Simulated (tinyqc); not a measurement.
Inside a calculation: carbon nanotube by zone folding. Values are carried at full precision from step to step, so a last printed digit may differ when a step is redone from the rounded ones.

Circumference C = n a1 + m a2, a = sqrt3 acc; d = a sqrt(n^2 + nm + m^2)/pi; tan(theta) = sqrt3 m/(2n + m); dR = gcd(2n + m, 2m + n); T = t1 a1 + t2 a2 with t1 = (2m + n)/dR, t2 = -(2n + m)/dR, |T| = sqrt3 pi d/dR; N = 2 (n^2 + nm + m^2)/dR hexagons a cell. On cutting line mu = 0 to N - 1 at x = k|T|/(2 pi) the phases are p1 = 2 pi (-t2 mu + m x)/N, p2 = 2 pi (t1 mu - n x)/N, and E = -/+ t |1 + exp(i p1) + exp(i p2)|.

Constants: hbar^2/2m0 = 3.80998211 eV angstrom^2.

Inputs chosen for the exercise (near those used for carbon; the results hold for these values, not for the real material): n = 12 (chiral index); m = 11 (chiral index); acc = 1.44 angstrom (bond length); t = 2.81 eV (hopping); mu = 266 (cutting line); x = 0.34 (position on the line).

## Geometry

Form d, theta, dR, t1, t2, N and |T|, and (n - m) mod 3.

d = 15.819 angstrom
theta = 28.56 degrees

dR, t1, t2, N: [1, 34, -35, 794]

|T| = 86.075 angstrom
(n - m) mod 3 = 1

The nearest line misses K by a third of the spacing 2/d: semiconducting in zone folding; chiral, 1588 atoms a cell.

## One point of one line

Form the phases and the energy.

p1, p2 (rad): [73.70271, 71.53588]

E of the upper band = 0.9969 eV

## Band edges

The three lowest distinct minima of E along the lines, doubled (the transition between mirror bands), against the cone: 2 t acc j/d with j = 1, 2, 4 for semiconducting and 0, 3, 3 for metallic tubes.

Transitions (eV):
```
order  zone folding    cone
1            0.5103  0.5116
2            1.0199  1.0232
3            1.9931  2.0464
```

Trigonal warping puts the first transition -0.3 % and the second -0.3 % from the cone; the two lines lie on opposite sides of K, where the contours bend oppositely. Measured optical lines also hold self-energy and exciton terms.

## Mass at the first band edge

Cone estimate: E^2 = (Eg/2)^2 + (hbar v k)^2, hbar v = 3 t acc/2, Eg = 2 t acc/d, so m/m0 = c Eg/(hbar v)^2, c = hbar^2/2m0.

hbar v = 6.0696 eV angstrom
Eg = 0.5116 eV
mass = 0.0529 m0

Program tinyqc; command `OMP_NUM_THREADS=1 python tinyqc.py 1450812 1450813 out.jsonl`; about 0.06 s on one thread of a shared Intel(R) Xeon(R) Processor @ 2.30GHz.
